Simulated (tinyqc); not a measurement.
# CMOS inverter, nodal equation and switching: effect of the slope factor

An n-channel pull-down (bn, VTn) and a p-channel pull-up (bp, VTp) share the input Vin and the output node Vout, which carries the load C. Transistor (EKV form, voltages against the body): I = 2 n b Vt^2 [F(vp - Vs) - F(vp - Vd)] from drain to source, F(v) = ln^2(1 + exp(v/(2 Vt))), vp = (Vg - VT + sg |Vd - Vs|)/n. n-channel bodies are at 0; for the p-channel device all voltages are counted down from Vdd. b in uA/V^2 gives I in uA. Static: In = Ip. Transient: C dVout/dt = Ip - In. No velocity saturation, no gate capacitance beyond C.

VM solves In = Ip with Vin = Vout; VIL and VIH are the inputs of gain -1, NML = VIL - Vout(VIH), NMH = Vout(VIL) - VIH. For a step input the delay to Vdd/2 is tHL = C times the integral of dV/(In - Ip) from Vdd/2 to Vdd at Vin = Vdd, and tLH likewise with Ip - In from 0 to Vdd/2 at Vin = 0.

Inputs (values chosen for the exercise): temperature T = 300 K; supply voltage Vdd = 0.75 V; drain-induced barrier lowering sg = 0.031; n-channel threshold VTn = 0.36 V; p-channel threshold (magnitude) VTp = 0.28 V; gain factor of the pull-down transistor bn = 540 uA/V^2; gain factor of the pull-up transistor bp = 540 uA/V^2; load capacitance C = 0.25 fF.

Constants: q = 1.602176634e-19 C, kB = 1.380649e-23 J/K, Vt = kB T/q. Results are converted to the units shown.

The same in every row: VM (V) = 0.4138.

Result of one run:

| gain at VM | NML (V) | NMH (V) | tHL (ps) | tLH (ps) |
|---|---|---|---|---|
| -32.25 | 0.3503 | 0.2703 | 3.132 | 2.192 |

Which slope factor n gave this result: 1, 1.3, 1.4 or 1.5?

n = 1.5.

The whole series:

| n | gain at VM | NML (V) | NMH (V) | tHL (ps) | tLH (ps) |
|---|---|---|---|---|---|
| 1 | -32.24 | 0.3540 | 0.2740 | 2.095 | 1.473 |
| 1.1 | -32.25 | 0.3534 | 0.2734 | 2.302 | 1.613 |
| 1.2 | -32.25 | 0.3527 | 0.2727 | 2.510 | 1.757 |
| 1.3 | -32.25 | 0.3519 | 0.2719 | 2.718 | 1.901 |
| 1.4 | -32.25 | 0.3511 | 0.2711 | 2.925 | 2.046 |
| 1.5 | -32.25 | 0.3503 | 0.2703 | 3.132 | 2.192 |
| 1.6 | -32.25 | 0.3495 | 0.2695 | 3.338 | 2.337 |

As n goes from 1 to 1.6, VM stays near 0.414 V, the size of the gain stays near 32.2, tHL rises from 2.10 to 3.34 ps and tLH rises from 1.47 to 2.34 ps. The smaller margin is largest, 0.274 V, at n = 1 among the rows.

tinyqc, about 0.04 s, one thread, Intel Xeon 2.30GHz (shared host): `OMP_NUM_THREADS=1 python tinyqc.py 2340137 2340138 out.jsonl`
